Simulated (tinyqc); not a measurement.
p-type polysilicon, carrier trapping at grain boundaries: one step of the calculation.

One-dimensional grains of size Lg, uniform ionised doping N, monovalent traps Qt at each boundary at a depth Et below (for electrons) or above (for holes) the band edge there, abrupt depletion of width W on each side of a boundary, Boltzmann statistics. xi is the distance from the band edge at the grain centre to the Fermi level. Trapped charge Qt/(1 + exp((xi + VB - Et)/Vt)) = 2 N W, barrier VB = q N W^2/(2 eps0 eps_r).

Task. Resistivity and effective mobility. n0 = NB exp(-xi/Vt); mean density n0 (1 - 2 W/Lg) by charge balance in a partly depleted grain, and n0 (sqrt(pi)/2) erf(u)/u with u = sqrt(VB/Vt) in a fully depleted one; v = sqrt(kB T/(2 pi ms m0)); barrier resistivity Vt exp(VB/Vt)/(q fe n0 v Lg); grain resistivity (1 - 2 W/Lg)/(q n0 mug); effective mobility 1/(q mean density total resistivity).

Values chosen for this exercise; values of the order met in polycrystalline silicon: temperature T = 300 K; valence-band density of states at T NB = 2.65e19 cm^-3; grain size Lg = 23 nm; mass for thermionic emission ms = 0.56 m0; correction factor of the emission rate fe = 0.12; mobility inside the grains mug = 76 cm^2/(V s).

Constants: q = 1.602176634e-19 C, kB = 1.380649e-23 J/K, m0 = 9.1093837015e-31 kg, Vt = kB T/q. Results are converted to the units shown.

W = 11.5 nm
xi = 0.30912420 V
VB = 0.044998099 V

Find: n0; mean density; v; barrier resistivity; grain resistivity; resistivity; effective mobility.

Result.

n0 = 1.6990e14 cm^-3
mean density = 1.0704e14 cm^-3
v = 3.5948e6 cm/s
barrier resistivity = 5456.9 ohm cm
grain resistivity = 0.0000 ohm cm
resistivity = 5456.9 ohm cm
effective mobility = 10.685 cm^2/(V s)

The resistivity is 29200 times that of a single crystal with the same N and mobility mug, and the mean density is 0.0243 % of N.

tinyqc, about 0.01 s, one thread, Intel Xeon 2.30GHz (shared host): `OMP_NUM_THREADS=1 python tinyqc.py 2830307 2830308 out.jsonl`
